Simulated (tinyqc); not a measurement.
Gap and radiative efficiency from Jsc and Voc.

Question. Photon flux above E from a black body at temperature T into a hemisphere: Phi(E, T) = A sum_k exp(-k E/th)[E^2 th/k + 2 E th^2/k^2 + 2 th^3/k^3], k = 1, 2, ..., with th = kB T/q in eV and A = 2 pi q^3/(h^3 c^2). A cell with a sharp absorption edge has Jsc = q fs X Phi(Eg, Ts) and Voc = Vt ln(1 + Jsc/J0), J0 = q ge Phi(Eg, T)/ERE. Find Eg and ERE.

Inputs (values chosen for the exercise): cell temperature T = 320 K; temperature of the black-body sun Ts = 5778 K; share of the hemisphere filled by the sun fs = 2.16e-5; concentration X = 1; number of faces that emit ge = 1.

Constants: q = 1.602176634e-19 C, kB = 1.380649e-23 J/K, h = 6.62607015e-34 J s, c = 299792458 m/s, Vt = kB T/q. Results are converted to the units shown.

Jsc = 59.6438049 mA/cm^2
Voc = 0.689604779 V

Answer. Phi falls steadily with E, so Jsc fixes Eg; Voc gives J0, and its ratio to the radiative dark current is 1/ERE.

Eg = 1.000 eV
ERE = 0.1000

Computed by the program tinyqc: `OMP_NUM_THREADS=1 python tinyqc.py 2820131 2820132 out.jsonl`, one thread of a shared Intel Xeon 2.30GHz, about 0.01 s for the whole run.
